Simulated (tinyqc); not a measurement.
Changing the line length L: electromigration in a confined line: Blech product, Korhonen stress evolution and Black's law. Computed by tinyqc, a small Python program. Command: `OMP_NUM_THREADS=1 python tinyqc.py 3002933 3002934 out.jsonl emigr sweep`. One thread of a shared host (Intel(R) Xeon(R) Processor @ 2.30GHz), about 0.01 s of CPU time with the checks.

The electron wind pushes atoms from the cathode (x = 0) to the anode (x = L); blocking ends build a back stress (tension positive). The input rho is taken not to change with temperature. d sigma/dt = d/dx [kappa (d sigma/dx + G)], with zero flux at both ends and sigma = sigma_0 at t = 0.

Inputs (values chosen for the exercise, close to those used for ruthenium lines):

| quantity | value | unit |
|---|---|---|
| resistivity rho | 12.9 | micro-ohm cm |
| atomic volume Omega | 13.6 | angstrom^3 |
| effective charge number Z* | 1.4 | - |
| prefactor D0 | 5.2e-07 | m^2/s |
| activation energy E | 1.44 | eV |
| effective modulus B | 64 | GPa |
| critical stress sigma_c | 530 | MPa |
| initial stress sigma_0 | 160 | MPa |
| current density j | 1 | MA/cm^2 |
| test temperature T | 350 | C |

Start: thermal stress.

Constants: e = 1.602176634e-19 C; k_B = 8.617333262e-05 eV/K; k_B = 1.380649e-23 J/K.

Method:
- G = Z* e rho j/Omega; D = D0 exp(-E/(k_B T)); kappa = D B Omega/(k_B T); drift velocity of an unconfined line v = D Z* e rho j/(k_B T). SI: 1 micro-ohm cm = 1e-8 ohm m, 1 MA/cm^2 = 1e10 A/m^2.
- Temperatures in kelvin are T(C) + 273.15.
- At steady state sigma(x) = sigma_0 + G (L/2 - x). A void forms only if the cathode stress reaches sigma_c, that is if j L exceeds (j L)_c = 2 Omega (sigma_c - sigma_0)/(Z* e rho). Time scale tau = L^2/kappa.
- sigma(x, t) = sigma_0 + G L [1/2 - x/L - 4 sum_(m odd) cos(m pi x/L) exp(-m^2 pi^2 s)/(m pi)^2], s = t/tau, summed to m = 399.
- Solve sigma(0, t) = sigma_c for s; the semi-infinite estimate is t = (pi/kappa) ((sigma_c - sigma_0)/(2 G))^2.

One run for each value:

| line length L (um) | nucleation time (h) | semi-infinite estimate (h) | j L (A/cm) | steady cathode stress (MPa) |
|---|---|---|---|---|
| 50 | 580.0 | 555.2 | 5000 | 692 |
| 80 | 555.4 | 555.2 | 8000 | 1011 |
| 130 | 555.2 | 555.2 | 13000 | 1543 |
| 200 | 555.2 | 555.2 | 20000 | 2288 |
| 320 | 555.2 | 555.2 | 32000 | 3564 |
| 500 | 555.2 | 555.2 | 50000 | 5479 |

What does the table show, and why?

Over the rows, nucleation time (h) falls from 580 to 555, flat over part of the range. At the high end the exponent of nucleation time is 0.00, close to 0: the far end is not felt. The ratio of nucleation time to semi-infinite estimate falls from 1.04 to 1.00: short lines feel the back stress, and the time diverges as j L approaches the critical product. Lines below it form no void. Left out: 8.00, 13.0, 20.0, 32.0 (a listed quantity is not defined there).

Caution (all rows): a steady stress above sigma_c is formal, since a void forms first.
